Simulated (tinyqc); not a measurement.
## Screening length from the swing

Inverse problem. In a simple model of a Schottky-barrier transistor a barrier thinner than d = 3.1 nm is transparent, so the effective barrier is pn - psi (1 - exp(-d/lam)) and the swing beyond flat band is Vt ln 10/(1 - exp(-d/lam)). Find the thermionic swing, lam, and the effective barrier at psi = 0.2 V.

Inputs (values chosen for the exercise):

| symbol | value | unit | meaning |
|---|---|---|---|
| T | 250 | K | temperature |
| pn | 0.36 | eV | barrier for electrons at both contacts |

Constants: q = 1.602176634e-19 C, kB = 1.380649e-23 J/K, Vt = kB T/q. Results are converted to the units shown.

swing in the tunnelling range = 62.970778 mV/decade

Solution. The ratio of the two swings is 1 - exp(-d/lam).

Vt ln 10 = 49.6 mV/decade
lam = 2.00 nm
effective barrier = 0.202 eV

Computed by the program tinyqc: `OMP_NUM_THREADS=1 python tinyqc.py 2390028 2390029 out.jsonl`, one thread of a shared Intel Xeon 2.30GHz, about 0.07 s for the whole run.
